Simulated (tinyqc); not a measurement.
# MOS capacitor on a p-type substrate, surface potential from the exact charge relation: what changes with what

Uniform p-type substrate, Boltzmann statistics, full ionisation, classical densities. psi is the surface potential against the body (positive when the bands bend down) and u = psi/Vt. Traps are spread evenly over the gap and neutral at flat band, so their charge is -q Dit psi; the minority quasi-Fermi level is shifted by Vb.

Inputs (values chosen for the exercise); band and dielectric values close to those of germanium:

| symbol | value | unit | meaning |
|---|---|---|---|
| T | 300 | K | temperature |
| Eg | 0.662 | eV | band gap |
| eps_r | 16.2 |  | relative permittivity |
| Nc | 1.03e19 | cm^-3 | conduction-band density of states at T |
| Nv | 5.96e18 | cm^-3 | valence-band density of states at T |
| chi | 4.08 | eV | electron affinity |
| N | 1.5e17 | cm^-3 | acceptor density of the substrate |
| eox | 22.6 |  | relative permittivity of the gate insulator (close to hafnium oxide) |
| tox | 15 | nm | insulator thickness |
| phiM | 4.41 | eV | gate work function |
| Nf | -3.6e10 | cm^-2 | fixed charge at the interface, in units of q |
| Dit | 0 | cm^-2 eV^-1 | density of interface traps |
| Vb | 0 | V | reverse bias of the inversion layer against the body |

Constants: q = 1.602176634e-19 C, kB = 1.380649e-23 J/K, Vt = kB T/q, eps0 = 8.8541878128e-14 F/cm where lengths are in cm. Results are converted to the units shown.

Each table varies one quantity; the others keep the values above.

## Capacitance-voltage curves

ni = sqrt(Nc Nv) exp(-Eg/(2 Vt)), Eg in volts; phiF = Vt ln(N/ni); Cox = eps0 eox/tox; Vfb = phiM - chi - (Eg - Vt ln(Nv/N)) - q Nf/Cox; Q0 = sqrt(2 eps0 eps_r q N Vt); r = (ni/N)^2 exp(-Vb/Vt); VT = Vfb + [(2 phiF + Vb)(1 + q Dit/Cox) + sqrt(2 eps0 eps_r q N (2 phiF + Vb))/Cox]. u = psi/Vt; F^2 = exp(-u) + u - 1 + r (exp(u) - u - 1); Qs = -sign(u) Q0 F; Cs = -dQs/dpsi = (Q0/Vt) |1 - exp(-u) + r (exp(u) - 1)|/(2 F). psi solves Vg = Vfb + psi + (q Dit psi - Qs)/Cox. Low frequency: 1/C_LF = 1/Cox + 1/(Cs + q Dit). High frequency, in the simple estimate in which traps and minority carriers do not follow: 1/C_HF = 1/Cox + 1/Cd, Cd being Cs with r = 0 at the same psi. Deep depletion: r = 0 and Dit = 0 both in the equation for psi and in Cs. Minority sheet density N_inv = (Q0/(2 q)) int_0^u r (exp(t) - 1)/F(t) dt for u > 0. N_inv under 1 cm^-2 is printed as 0. Regimes: accumulation when majority carriers gather, then depletion up to |psi| = phiF + Vb, weak inversion up to 2 phiF + Vb, strong inversion beyond.

Result of one run:
```
Vg (V)	psi (V)	C_LF/Cox	C_HF/Cox	C_deep/Cox	N_inv (cm^-2)	regime
0.51	0.5375	0.6863	0.1209	0.1155	5.473e11	strong inversion
```

What becomes of these results when the gate voltage against the body Vg is changed from 0.51 to 0.01 V, all else the same?

Result of the changed run:
```
Vg (V)	psi (V)	C_LF/Cox	C_HF/Cox	C_deep/Cox	N_inv (cm^-2)	regime
0.01	0.1682	0.2066	0.2066	0.2066	8.697e5	depletion
```

The whole series:
```
Vg (V)	psi (V)	C_LF/Cox	C_HF/Cox	C_deep/Cox	N_inv (cm^-2)	regime
-0.98	-0.1522	0.9213	0.9213	0.9213	0	accumulation
-0.73	-0.1282	0.8810	0.8810	0.8810	0	accumulation
-0.48	-0.08781	0.7778	0.7778	0.7778	0	accumulation
-0.24	-0.003980	0.4769	0.4769	0.4769	0	accumulation
0.01	0.1682	0.2066	0.2066	0.2066	8.697e5	depletion
0.26	0.3759	0.1476	0.1426	0.1426	1.586e9	weak inversion
0.51	0.5375	0.6863	0.1209	0.1155	5.473e11	strong inversion
0.76	0.5859	0.8731	0.1162	0.09960	2.199e12	strong inversion
1	0.6100	0.9191	0.1141	0.08923	3.988e12	strong inversion
1.25	0.6271	0.9413	0.1126	0.08127	5.923e12	strong inversion
```

C_LF/Cox is lowest, 0.148, at Vg = 0.26 V (weak inversion) among the rows listed and is 0.941 in the last row, where C_HF/Cox is 0.113 and the deep-depletion value 0.0813. Vfb = -0.232 V, where C_HF/Cox = 0.464 (Cox in series with eps0 eps_r/LD), and VT = 0.358 V. Over the last two rows psi moves by only 0.069 V a volt of gate bias, since the inversion charge screens the body. In strong accumulation and inversion degeneracy and confinement, left out here, lower the capacitance.

## Effect of the acceptor density of the substrate on threshold and swing

ni = sqrt(Nc Nv) exp(-Eg/(2 Vt)), Eg in volts; phiF = Vt ln(N/ni); Cox = eps0 eox/tox; Vfb = phiM - chi - (Eg - Vt ln(Nv/N)) - q Nf/Cox; VT = Vfb + [(2 phiF + Vb)(1 + q Dit/Cox) + sqrt(2 eps0 eps_r q N (2 phiF + Vb))/Cox]. gamma = sqrt(2 eps0 eps_r q N)/Cox; Wm = sqrt(2 eps0 eps_r (2 phiF + Vb)/(q N)); m = 1 + (eps0 eps_r/Wm + q Dit)/Cox; swing m Vt ln 10; Cmin/Cox = 1/(1 + Cox Wm/(eps0 eps_r)).

Effect of the acceptor density of the substrate on threshold and swing:
```
N (cm^-3)	Vfb (V)	2 phiF (V)	gamma (V^0.5)	VT (V)	Wm (nm)	m	swing (mV/decade)	Cmin/Cox
7.6e15	-0.15538	0.30327	0.044304	0.17228	267.30	1.0402	61.921	0.038670
2.1e16	-0.18166	0.35582	0.073645	0.21809	174.18	1.0617	63.201	0.058142
5.7e16	-0.20747	0.40745	0.12133	0.27742	113.13	1.0950	65.184	0.086792
1.6e17	-0.23415	0.46081	0.20328	0.36465	71.811	1.1497	68.439	0.13023
4.3e17	-0.25971	0.51193	0.33325	0.49065	46.170	1.2329	73.389	0.18889
1.2e18	-0.28624	0.56499	0.55671	0.69720	29.035	1.3703	81.570	0.27024
```

What does the table show?

As N goes from 7.6e15 to 1.2e18, VT rises from 0.172 to 0.697 V, the swing rises from 61.9 to 81.6 mV/decade and Cmin/Cox rises from 0.0387 to 0.270. Of the change of VT by 0.525 V, -0.131 V comes from Vfb and 0.656 V from the band bending and the charge it takes. gamma goes as N^(0.50) and Wm as N^(-0.44); phiF, which grows slowly with N, keeps the latter from -1/2.

## Effect of the gate work function on threshold and swing

Same model as above.

The same in every row: 2 phiF (V) = 0.4575; gamma (V^0.5) = 0.1968; Wm (nm) = 73.90; m = 1.146; swing (mV/decade) = 68.19; Cmin/Cox = 0.1270.

Result of one run:
```
phiM (eV)	Vfb (V)	VT (V)
4.08	-0.5625	0.02812
```

What becomes of these results when the gate work function phiM is changed from 4.08 to 4.88 eV, all else the same?

Result of the changed run:
```
phiM (eV)	Vfb (V)	VT (V)
4.88	0.2375	0.8281
```

The whole series:
```
phiM (eV)	Vfb (V)	VT (V)
4.08	-0.5625	0.02812
4.28	-0.3625	0.2281
4.48	-0.1625	0.4281
4.68	0.03752	0.6281
4.88	0.2375	0.8281
5.08	0.4375	1.028
5.28	0.6375	1.228
```

As phiM goes from 4.08 to 5.28, VT rises from 0.0281 to 1.23 V, the swing stays at 68.2 mV/decade and Cmin/Cox stays at 0.127. The whole change of VT is that of Vfb: the curve shifts rigidly.

Numbers from tinyqc (`OMP_NUM_THREADS=1 python tinyqc.py 2060157 2060158 out.jsonl`; about 0.01 s on one thread of a shared Intel Xeon 2.30GHz).
